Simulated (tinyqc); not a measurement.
## Trap density and grain size from the barrier

Inverse problem. With all traps filled Vb = q Qt^2/(8 eps0 eps_r N), and in that limit the barrier is largest at N* = Qt/Lg. Find Qt, Lg and the depleted width Qt/N.

Inputs (values chosen for the exercise):
```
symbol  value  unit                                     meaning
eps_r    11.7        relative permittivity of the semiconductor
```

Constants: q = 1.602176634e-19 C, eps0 = 8.8541878128e-14 F/cm where lengths are in cm. Results are converted to the units shown.

barrier at N = 1.7e18 cm^-3 = 0.089156489 V
doping of the largest barrier = 5.6e17 cm^-3

Solution. The barrier gives Qt, and N* then gives Lg.

Qt = 2.80e12 cm^-2
Lg = 50.0 nm
depleted width = 16.5 nm

Computed by the program tinyqc: `OMP_NUM_THREADS=1 python tinyqc.py 2610018 2610019 out.jsonl`, one thread of a shared Intel Xeon 2.30GHz, about 0.01 s for the whole run.
